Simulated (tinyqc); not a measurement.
## Strained Delta valleys, repopulation and conductivity mass: effect of the temperature

A cubic crystal with three pairs of conduction valleys along x, y and z under uniaxial stress X along [001] (X > 0 is tension); current along [110]. Non-degenerate electrons, fixed total density, one relaxation time for all valleys and stresses, masses unchanged by strain, so the mobility goes as the mean inverse mass.

Stress s_ij = X a_i a_j with a the unit vector along [001]; strain e_ii = s11 s_ii + s12 (s_jj + s_kk), e_ij = s44 s_ij/2. Valley shift dE = Xu (n.e.n - trace(e)/3) with n the valley axis; share f proportional to exp(-dE/Vt). Inverse mass along the current d = [110]: (n.d)^2/ml + (1 - (n.d)^2)/mt; mu/mu0 = sum f (1/m) over the plain mean of 1/m. pi is the small-stress slope -d(mu/mu0)/dX; each row is against the unstrained crystal at the same T.

Inputs (values chosen for the exercise); values close to those of silicon:

| symbol | value | unit | meaning |
|---|---|---|---|
| s11 | 7.77 | 1/TPa | compliance |
| s12 | -2.17 | 1/TPa | compliance |
| s44 | 12.6 | 1/TPa | compliance |
| Xu | 8.8 | eV | shear deformation potential |
| ml | 0.942 | m0 | longitudinal mass |
| mt | 0.191 | m0 | transverse mass |
| X | -840 | MPa | uniaxial stress (tension positive) |

Constants: q = 1.602176634e-19 C, kB = 1.380649e-23 J/K, Vt = kB T/q. Results are converted to the units shown.

Result of one run:
```
T (K),splitting/Vt,mu/mu0,pi (1e-11 1/Pa)
300,2.842,1.305,40.82
```

What becomes of these results when the temperature T is changed from 300 to 180 K, all else the same?

Result of the changed run:
```
T (K),splitting/Vt,mu/mu0,pi (1e-11 1/Pa)
180,4.737,1.353,68.03
```

The whole series:
```
T (K),splitting/Vt,mu/mu0,pi (1e-11 1/Pa)
77,11.07,1.362,159.0
120,7.105,1.361,102.1
180,4.737,1.353,68.03
240,3.553,1.333,51.03
300,2.842,1.305,40.82
380,2.244,1.267,32.23
460,1.854,1.232,26.62
```

The ratio mu/mu0 falls from 1.36 to 1.23, and pi goes as 1/T, from 159 to 26.6.

Numbers from tinyqc (`OMP_NUM_THREADS=1 python tinyqc.py 2530112 2530113 out.jsonl`; about 0.01 s on one thread of a shared Intel Xeon 2.30GHz).
